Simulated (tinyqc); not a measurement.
# Composition and strain of an epitaxial Si(1-x)Ge(x) layer from Raman and X-ray peaks, step by step

A worked calculation. Computed by tinyqc, a small Python program that keeps every step. Command: `OMP_NUM_THREADS=1 python tinyqc.py 3001596 3001597 out.jsonl epiraman walk`. One thread of a shared host (Intel(R) Xeon(R) Processor @ 2.30GHz), about 0.01 s of CPU time with the checks. Intermediate numbers are printed to about 7 digits and carried at full precision; extremes and crossings named in words are read from the listed rows.

A (001) layer, biaxially strained in the plane. The Raman peaks follow empirical lines omega = w0 + c1 x + c3 x^3 + b eps (c3 for Si-Ge alone), with eps the in-plane strain.

Inputs (values chosen for the exercise, modelled on silicon-germanium): Ge fraction x = 0.69; degree of relaxation R = 0.87; lattice constant of Si = 5.431 angstrom; lattice constant of Ge = 5.658 angstrom; bowing B = 0.028 angstrom; 2 C12/C11 of Si = 0.765; 2 C12/C11 of Ge = 0.752; Si-Si: w0 = 520.4 1/cm; Si-Si: c1 = -67.1 1/cm; Si-Si: strain coefficient b = -733 1/cm; Si-Ge: w0 = 399.8 1/cm; Si-Ge: c1 = 25.6 1/cm; Si-Ge: c3 = -35.8 1/cm; Si-Ge: strain coefficient b = -544 1/cm; Ge-Ge: w0 = 280.2 1/cm; Ge-Ge: c1 = 19.2 1/cm; Ge-Ge: strain coefficient b = -446 1/cm; uncertainty of a Raman peak = 0.05 1/cm; X-ray wavelength = 1.540598 angstrom.

Substrate: silicon. Pair of peaks used: Si-Si and Si-Ge.

## Lattice constants and strain

Relaxed lattice constant a(x) = a_Si + (a_Ge - a_Si) x - B x (1 - x). In-plane constant a_par = a_sub + R (a(x) - a_sub); eps = a_par/a(x) - 1; eps_perp = -(2 C12/C11) eps with 2 C12/C11 linear in x; a_perp = a(x) (1 + eps_perp).

relaxed constant a(x) = 5.581641 angstrom

substrate constant a_sub = 5.431 angstrom

a_par = 5.562057 angstrom

in-plane strain eps = -3.508521 per mille

strain along the normal = 2.652547 per mille

a_perp = 5.596446 angstrom

The layer is under compression in the plane and is stretched along the normal.

## Raman peaks

Insert x and eps in the three lines; the strain part is b eps.

Si-Si peak = 476.6727 1/cm

Si-Ge peak = 407.6120 1/cm

Ge-Ge peak = 295.0128 1/cm

strain parts (1/cm): Si-Si 2.571746, Si-Ge 1.908635, Ge-Ge 1.564800

Read as unstrained, the Si-Si peak would give x = 0.652 in place of 0.69.

## X-ray (004) reflection

Bragg angle theta = arcsin(2 lambda/a) for (004), for the substrate with a_sub and the layer with a_perp; separation in arc seconds.

theta of the substrate = 34.56459 degree

theta of the layer = 33.40564 degree

separation, layer less substrate = -4172.215 arcsec

## Back from two peaks to composition and strain

Unknowns x and eps (per mille). Newton steps: J d = (measured - model), J = [d omega/dx, d omega/d eps] for the two peaks; start at x = 0.5, eps = 0; stop when |d| < 1e-9. The peaks are rounded to 0.001 per cm; R = (a(x)(1 + eps) - a_sub)/(a(x) - a_sub).

peaks used (1/cm): Si-Si 476.673, Si-Ge 407.612

Iterations:
```
step          x  eps (per mille)  residual 1 (1/cm)  residual 2 (1/cm)
0     0.5000000         0.000000            -10.177      -5.130000e-01
1     0.6450075         0.609817              0.000       1.238317e+00
2     0.6853219        -3.080626              0.000       1.149329e-01
3     0.6899272        -3.502206              0.000       1.564559e-03
4     0.6899917        -3.508105              0.000       3.077802e-07
5     0.6899917        -3.508106              0.000                  0
```

recovered x = 0.6899917

recovered eps = -3.508106 per mille

recovered R = 0.87

## Which pair of peaks is best

For each pair invert J = [d omega/dx, d omega/d eps] at the true x. Independent errors of the given size in both peaks give sigma_x and sigma_eps = uncertainty x (norm of the rows of the inverse of J).

Error propagation:
```
pair                det J       sigma_x  sigma_eps (per mille)
Si-Si and Si-Ge  17.78661   0.002566008              0.2018198
Si-Si and Ge-Ge   44.0002  9.750227e-04             0.07930976
Si-Ge and Ge-Ge  21.83258   0.001611026             0.07316253
```

The pair Si-Si and Ge-Ge fixes x best (sigma_x = 9.8e-4) and Si-Si and Si-Ge worst (0.0026), a factor 2.6. Strain moves all peaks the same way, so a good pair needs different ratios of composition slope to strain coefficient, best of opposite sign; the slopes here are -67.1, -25.5 and 19.2 per cm for Si-Si, Si-Ge and Ge-Ge. Errors in the coefficients themselves are not counted.

## Relaxation at fixed composition

(004) Bragg angle theta = arcsin(2 lambda/a), with a = a_perp for the layer and a_sub for the substrate; separation = layer less substrate. The apparent x is the one that a fully strained layer (R = 0) would need to give the same a_perp.

Signatures; columns: (1) R; (2) eps (per mille); (3) Si-Si (1/cm); (4) Ge-Ge (1/cm); (5) a_perp (angstrom); (6) (004) separation (arcsec); (7) apparent x if R = 0 is assumed:
```
(1)         (2)       (3)       (4)       (5)        (6)        (7)
0.00  -26.98862  493.8837  305.4849  5.695530  -6529.951  0.6900000
0.15  -22.94033  490.9163  303.6794  5.678446  -6130.548  0.6486800
0.30  -18.89204  487.9489  301.8738  5.661363  -5728.229  0.6069737
0.50  -13.49431  483.9923  299.4665  5.638585  -5187.209  0.5507445
0.70   -8.09659  480.0358  297.0591  5.615807  -4640.862  0.4937793
0.85   -4.04829  477.0684  295.2535  5.598724  -4227.555  0.4505541
1.00    0.00000  474.1010  293.4480  5.581641  -3811.165  0.4068840
```

Full relaxation moves the Si-Si peak by -19.78 per cm and shrinks the X-ray separation to 58 % of its strained value, about 1/(1 + 2 C12/C11). A symmetric reflection alone cannot part x from R: a relaxed layer read as strained gives x = 0.407 in place of 0.69. An asymmetric reflection or a second peak is needed.

Checks made by the program: recovered composition (relative difference 1e-05).
